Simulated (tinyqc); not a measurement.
Worked calculation: virtual-crystal alloy in the empirical-pseudopotential method. Values are carried at full precision from step to step, so a last printed digit may differ when a step is redone from the rounded ones.

Virtual crystal A(1-x)B(x): a = (1 - x) a_A + x a_B. Rule linear: V = (1 - x) V_A + x V_B. Rule volume: V = [(1 - x) a_A^3 V_A + x a_B^3 V_B]/a^3, since a form factor is an atomic potential divided by the cell volume.

Constants: hbar^2/2m0 = 3.80998211 eV angstrom^2; Ry = 13.60569312 eV.

Inputs chosen for the exercise (classic local form factors of the size used for GaAs (A) and GaP (B), which place X and L only to a few tenths of an eV; the results hold for these values, not for the real material): a = (5.644, 5.441) angstrom (lattice constants of A, B); VSA = (-0.227, 0.009, 0.06) Ry (symmetric form factors of A); VAA = (0.072, 0.05, 0.011) Ry (antisymmetric form factors of A); VSB = (-0.218, 0.03, 0.069) Ry (symmetric form factors of B); VAB = (0.12, 0.072, 0.02) Ry (antisymmetric form factors of B); rule = linear (mixing rule); x = 0.75 (fraction of B).

## The virtual crystal

Form a, the two weights and the form factors.

a = 5.4917 angstrom

weights of A and B: 0.25000  0.75000

VS at 3, 8, 11 (Ry): -0.22025  0.02475  0.06675

VA at 3, 4, 11 (Ry): 0.10800  0.06650  0.01775

## The six lowest plane waves at X

Empirical pseudopotential on the fcc lattice, atoms at +/- tau, tau = a (1,1,1)/8, no spin-orbit coupling. H(G,G') = c (2 pi/a)^2 |k + G|^2 delta + VS(q) cos(q.tau) + i VA(q) sin(q.tau), q = G - G', c = hbar^2/2m0; k and G in units of 2 pi/a; VS at |q|^2 = 3, 8, 11 and VA at 3, 4, 11, in rydberg, zero elsewhere. At each k the basis holds all G with |k + G|^2 up to 16; energies are counted from the fourth level at Gamma.

k = (1,0,0) with the small basis G = (0,0,0), (-2,0,0), (-1,1,1), (-1,-1,-1), (-1,1,-1), (-1,-1,1) in place of the full one.

H in this small basis (eV), lower triangle (Hermitian):
```
                  000           -200   -1+1+1  -1-1-1  -1+1-1  -1-1+1
000             4.987
-200          -0.905i          4.987
-1+1+1  -2.119+1.039i   2.119+1.039i    9.975
-1-1-1   2.119-1.039i  -2.119-1.039i   -0.337   9.975
-1+1-1  -2.119-1.039i  -2.119+1.039i  -0.905i  0.905i   9.975
-1-1+1  -2.119-1.039i  -2.119+1.039i  -0.905i  0.905i   0.337   9.975
```

## Levels in the small basis

Diagonalise; the gap between the fourth and fifth level is a first estimate of the direct gap at X.

levels (absolute scale of H) (eV): -0.399  5.216  9.638  9.638  12.796  12.983

gap = 3.159 eV

The full basis gives 4.321 eV for this gap.

## The lowest conduction band along Gamma-X and at L

Full basis at each k.

Levels (eV):

| k | band 3 | band 4 | band 5 | band 6 |
|---|---|---|---|---|
| L | -0.916 | -0.916 | 2.327 | 5.264 |
| (0.00,0,0) | 0.000 | 0.000 | 2.318 | 4.973 |
| (0.20,0,0) | -0.359 | -0.359 | 3.454 | 4.470 |
| (0.40,0,0) | -1.079 | -1.079 | 3.373 | 4.747 |
| (0.60,0,0) | -1.762 | -1.762 | 2.577 | 3.714 |
| (0.70,0,0) | -2.014 | -2.014 | 2.296 | 3.159 |
| (0.80,0,0) | -2.197 | -2.197 | 2.110 | 2.733 |
| (0.85,0,0) | -2.259 | -2.259 | 2.048 | 2.577 |
| (0.90,0,0) | -2.306 | -2.306 | 2.007 | 2.460 |
| (1.00,0,0) | -2.344 | -2.344 | 1.977 | 2.362 |

On these points band 5 is lowest at (1.00,0,0), 1.977 eV above the valence top: in this model the gap is indirect, by a margin of 341 meV.

## Checks

- Fifth band at (0.85,0,0) against the equivalent point (0,0,-0.85), on the absolute scale of H (eV): both 11.2360.

Computed by tinyqc, a small Python program: `OMP_NUM_THREADS=1 python tinyqc.py 1080319 1080320 out.jsonl` (the numbers bound the seed that draws the inputs); one thread of a shared host (Intel(R) Xeon(R) Processor @ 2.30GHz), about 0.2 s for the whole set of steps.
